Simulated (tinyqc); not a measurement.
# From one set of inputs to another, one input at a time

Model: implant damage, amorphisation by cascade overlap, and solid-phase epitaxial regrowth. Computed by tinyqc, a small Python program. Command: `OMP_NUM_THREADS=1 python tinyqc.py 3112414 3112415 out.jsonl sper ladder`. One thread of a shared host (Intel(R) Xeon(R) Processor @ 2.30GHz), about 0.01 s of CPU time with the checks.

Range and width of the damage are inputs. Dynamic annealing enters only through the surviving share f.

The inputs printed are set A. Set A is modelled on indium ions in silicon; the values taken over come from a set modelled on phosphorus ions in silicon. Inputs not listed in the table keep their values of set A, so the rows need not describe a real material.

Inputs (values chosen for the exercise, modelled on indium ions in silicon):
```
quantity                           value    unit
atomic density N                    49.9  1/nm^3
ion Z1                                49       -
ion mass M1                        114.8       u
target Z2                             14       -
target mass M2                     28.09       u
ion energy E                          37     keV
displacement energy E_d               17      eV
depth of the damage peak R_d          15      nm
width of the damage profile s_d       10      nm
share of defects that survive f     0.32       -
critical displaced share x_c        0.14       -
dose Q                           1.9e+15  1/cm^2
regrowth prefactor v0            5.2e+15    nm/s
regrowth energy E_a                  2.7      eV
anneal temperature                   516       C
rate relative to (100)                 1       -
peak enhancement by the dopant       3.6       -
```

Constants: a_0 = 0.529177210903 angstrom; e^2/(4 pi eps_0) = 14.39964548 eV angstrom; k_B = 8.617333262e-05 eV/K.

Method:
- Robinson partition: eps = E a M2/(Z1 Z2 (e^2/(4 pi eps_0)) (M1 + M2)), a = 0.8853 a_0/sqrt(Z1^(2/3) + Z2^(2/3)); k = 0.0793 Z1^(2/3) Z2^(1/2) (M1 + M2)^(3/2)/((Z1^(2/3) + Z2^(2/3))^(3/4) M1^(3/2) M2^(1/2)); damage energy T_d = E/(1 + k (eps + 0.40244 eps^(3/4) + 3.4008 eps^(1/6))); displacements nu = 0.8 T_d/(2 E_d).
- Displaced share x(z) = f nu Q exp(-(z - R_d)^2/(2 s_d^2))/(sqrt(2 pi) s_d N); the layer is amorphous where x > x_c, between R_d -/+ s_d sqrt(2 ln(x_max/x_c)), the upper edge being cut at the surface. Threshold dose Q_c = Q x_c/x_max.
- Displaced atoms per area beyond the lower edge z2: f nu Q (1/2) erfc((z2 - R_d)/(sqrt2 s_d)); they are not removed by regrowth.
- v = v0 x orientation factor x exp(-E_a/(k_B T)) x [1 + (enhancement - 1) exp(-(z - R_d)^2/(2 s_d^2))], T = anneal temperature + 273.15 K; the dopant is taken to follow the damage profile; the lower front moves from the lower edge z2 to the surface, or to the middle (z1 + z2)/2 of a buried layer with upper edge z1; time = int dz/v; the equivalent undoped distance is that time times the undoped velocity.

Each row keeps all changes above it:
```
input moved                           from       to  lower edge (nm)  displaced atoms beyond z2 (1/cm^2)  time with enhancement (s)
set A                                    -        -           40.183                          2.4603e+15                     617.76
depth of the damage peak R_d (nm)       15       64           89.183                          2.4603e+15                     434.98
displacement energy E_d (eV)            17       15           89.675                          2.4220e+15                     450.01
critical displaced share x_c          0.14     0.12           90.269                          2.0376e+15                     468.35
anneal temperature (C)                 516      542           90.269                          2.0376e+15                     132.00
ion energy E (keV)                      37       62           92.077                          1.9285e+15                     148.11
share of defects that survive f       0.32     0.36           92.494                          1.9049e+15                     151.88
dose Q (1/cm^2)                    1.9e+15  1.5e+15           91.651                          1.9532e+15                     144.27
```

Which inputs carry the difference?

Lower edge goes from 40.2 to 91.7, a factor 2.28 in all. The largest single move comes from depth of the damage peak R_d (a factor 2.22). Displaced atoms beyond z2 goes from 2.46e15 to 1.95e15, a factor 0.794 in all. The largest single move comes from critical displaced share x_c (a factor 0.841), and dose Q works against it (a factor 1.025). Time with enhancement goes from 618 to 144, a factor 0.234 in all. The largest single move comes from anneal temperature (a factor 0.282). The single moves hold for this order of the switches; the total does not depend on the order.

Extremes, crossings and ranges named in words are read from the listed rows.
